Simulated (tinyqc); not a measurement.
# Stress from a rosette of three resistors

Question. In the (001) plane dR/R(0) = p11 sxx + p12 syy, dR/R(90) = p12 sxx + p11 syy and dR/R(45) = (p11 + p12)(sxx + syy)/2 + p44 sxy. Find the three stresses.

Values chosen for this exercise:

| symbol | value | unit | meaning |
|---|---|---|---|
| p11 | 6.35 | x 1e-11/Pa | piezoresistive coefficient |
| p12 | -1.12 | x 1e-11/Pa | piezoresistive coefficient |
| p44 | 146 | x 1e-11/Pa | piezoresistive coefficient |

dR/R at 0, 45 and 90 degrees (%): [0.92327000, -8.7290600, -1.1533900]

Answer. The first and third give sxx and syy; the 45-degree value less their mean is p44 sxy.

sxx = 117 MPa
syy = -161 MPa
sxy = -59.0 MPa

tinyqc, about 0.01 s, one thread, Intel Xeon 2.30GHz (shared host): `OMP_NUM_THREADS=1 python tinyqc.py 2530073 2530074 out.jsonl`
